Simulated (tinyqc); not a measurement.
Superjunction drift layer against a plain one, charge balance: two steps of the calculation.

Alternating n and p pillars of equal width wp, doping N and length Lp. When depleted, the lateral field peaks at Ex = q N wp/(2 eps0 eps_r) at the pillar junctions and a uniform vertical field Ey is added; breakdown is taken where Ex^2 + Ey^2 = Ef^2. Only the n pillars conduct, narrowed by the zero-bias depletion. A first-order model: the field peaks at the pillar ends are left out.

Values chosen for this exercise; values close to those of silicon: relative permittivity of the semiconductor eps_r = 11.7; critical field at a doping of 1e16 cm^-3 E16 = 0.388 MV/cm; mobility at low doping mx = 1390 cm^2/(V s); mobility at high doping mi = 95.5 cm^2/(V s); reference doping of the mobility Nr = 1.3e17 cm^-3; wanted breakdown voltage BV = 800 V; width of each pillar wp = 5 um; critical field inside the pillars Ef = 0.29 MV/cm; lateral peak field as a share of Ef a = 0.78; built-in voltage of the pillar junctions Vb = 0.8 V.

Constants: q = 1.602176634e-19 C, eps0 = 8.8541878128e-14 F/cm where lengths are in cm. Results are converted to the units shown.

Task 1. Doping of the plain drift layer. Ec(N) = E16 (N/1e16 cm^-3)^(1/8); N(new) = eps0 eps_r Ec(N)^2/(2 q BV).

N at the start = 1e15 cm^-3

Wanted: Ec; N after iteration 1.

Result 1.

Ec = 0.2910 MV/cm
N after iteration 1 = 3.421e14 cm^-3

Task 2. Design of the pillars. Ex = a Ef gives N = 2 eps0 eps_r a Ef/(q wp); Ey = Ef sqrt(1 - a^2); Lp = BV/Ey; xd = sqrt(eps0 eps_r Vb/(q N)) on each side; Rsp = 2 Lp/(q mu(N) N (1 - 2 xd/wp)). mu(N) = mi + (mx - mi)/(1 + (N/Nr)^0.9).

Give: N; Ey; Lp; xd; Rsp.

Result 2.

N = 5.850e15 cm^-3
Ey = 0.1815 MV/cm
Lp = 44.08 um
xd = 0.2974 um
Rsp = 8.118 mohm cm^2

The pillars have an aspect ratio of 8.82. Their doping is 24.5 times, and their Rsp 0.0656 times, that of the plain layer.

Program tinyqc, `OMP_NUM_THREADS=1 python tinyqc.py 2590107 2590108 out.jsonl`; Intel Xeon 2.30GHz, shared host, one thread, about 0.01 s.
